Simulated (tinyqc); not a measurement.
From one barrier to a miniband: Kronig-Penney superlattice by transfer matrices.

Wells (width a, potential 0, mass mw) alternate with barriers (width b, height V0, mass mb); period d = a + b; c = hbar^2/2m0. The vector (psi, psi'/m) is continuous, and a layer of thickness t carries it by M = [[cos kt, (m/k) sin kt], [-(k/m) sin kt, cos kt]] with k = sqrt(m (E - V)/c); for E < V, k = i kappa gives [[cosh, (m/kappa) sinh], [(kappa/m) sinh, cosh]] of kappa t. A Bloch state obeys cos(q d) = tr(Mb Mw)/2.

Constants: hbar^2/2m0 = 3.80998211 eV angstrom^2.

Values chosen for the exercise (near those of an InGaAs superlattice with barriers of InP; shifted at random, so the results belong to these values and not to a real crystal): a = 132 angstrom (well width); b = 30 angstrom (barrier width); V0 = 0.264 eV (barrier height); mw = 0.04 m0 (mass in the wells); mb = 0.0826 m0 (mass in the barriers).

Transmission through N barriers separated by wells, between leads of the well material: T = 4/[(M11 + M22)^2 + (u M12 - M21/u)^2] with u = k/mw and M the product over all layers; twelve evenly spaced energies around the first miniband.

Transmission:
```
E (eV)    tr M/2 of a period   N = 1    N = 2     N = 4     N = 8
0.021204               2.137  0.0266  0.00150  5.66e-06  8.22e-11
0.022375               1.658  0.0280  0.00261  3.23e-05  5.17e-09
0.023546               1.206  0.0293  0.00516  0.000356  2.25e-06
0.024717               0.779  0.0307   0.0129    0.0669    0.0212
0.025888               0.376  0.0320   0.0552    0.0276     0.897
0.027060              -0.003  0.0333    0.999     0.995     0.982
0.028231              -0.360  0.0346   0.0648    0.0306     0.445
0.029402              -0.694  0.0359   0.0189     0.787     0.481
0.030573              -1.008  0.0372  0.00942   0.00223  0.000443
0.031744              -1.301  0.0385  0.00588  0.000260  6.07e-07
0.032915              -1.574  0.0397  0.00416  6.68e-05  1.82e-08
0.034087              -1.828  0.0410  0.00319  2.48e-05  1.53e-09
```

What does the comparison show?

5 of the energies lie in the miniband (|tr M/2| <= 1); there T for N = 8 runs between 0.0212 and 0.982. In the gaps it falls with N: at E = 0.0341 eV from 2.48e-05 (N = 4) to 1.53e-09 (N = 8), a slope of ln T of -2.42 a period, against -2 arccosh|tr M/2| = -2.42.

Run: tinyqc, `OMP_NUM_THREADS=1 python tinyqc.py 1282733 1282734 out.jsonl`; Intel(R) Xeon(R) Processor @ 2.30GHz, one thread, shared host; about 0.07 s of CPU time with all checks.
